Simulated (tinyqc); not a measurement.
Thermal stress, cracking, delamination and buckling of a thin film; Griffith cracks and misfitting inclusions: one step, computed by the program tinyqc.

Isotropic linear elasticity; the substrate is much thicker than the film; stress is positive in tension.

Problem. Griffith crack in the substrate. Through crack of length 2a in plane strain: K_Ic = sqrt(2 gamma_s E_s/(1 - nu_s^2)); fracture stress = K_Ic/sqrt(pi a). An edge crack of depth a has K larger by 1.1215.

Inputs (values chosen for the exercise, modelled on a silicon nitride film on silicon):

| quantity | value | unit |
|---|---|---|
| substrate Young's modulus E_s | 133 | GPa |
| substrate Poisson ratio nu_s | 0.26 | - |
| flaw half length a | 0.32 | micrometre |
| substrate surface energy gamma_s | 2 | J/m^2 |

Give: toughness K_Ic; fracture stress, inner crack; fracture stress, edge crack.

Solution.

toughness K_Ic = 0.7554 MPa m^0.5

fracture stress, inner crack = 753.4 MPa

fracture stress, edge crack = 671.7 MPa

The inner crack lowers the strength to 5.7 % of the ideal E_s/10.
